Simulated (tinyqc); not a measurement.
Scattering mobility, thermal velocity and mass from two apparent mobilities.

Inverse problem. 1/mu_app = 1/mu_0 + 1/mu_B with the ballistic mobility mu_B = vT L/(2 Vt) and vT = sqrt(2 kB T/(pi m)) (non-degenerate carriers); the mean free path is 2 Vt mu_0/vT. Find mu_0, vT, m and the mean free path.

Inputs (values chosen for the exercise):
```
symbol  value  unit      meaning
T         325     K  temperature
```

Constants: q = 1.602176634e-19 C, kB = 1.380649e-23 J/K, m0 = 9.1093837015e-31 kg, Vt = kB T/q. Results are converted to the units shown.

apparent mobility at L = 40 and 400 nm (cm^2/(V s)): 403.16028  620.47185

Answer. 1/mu_app is linear in 1/L: the slope is 2 Vt/vT and the intercept 1/mu_0.

mu_0 = 660.0 cm^2/(V s)
vT = 1.451e7 cm/s
m = 0.1490 m0
mean free path = 25.48 nm

Computed by the program tinyqc: `OMP_NUM_THREADS=1 python tinyqc.py 2380047 2380048 out.jsonl`, one thread of a shared Intel Xeon 2.30GHz, about 0.01 s for the whole run.
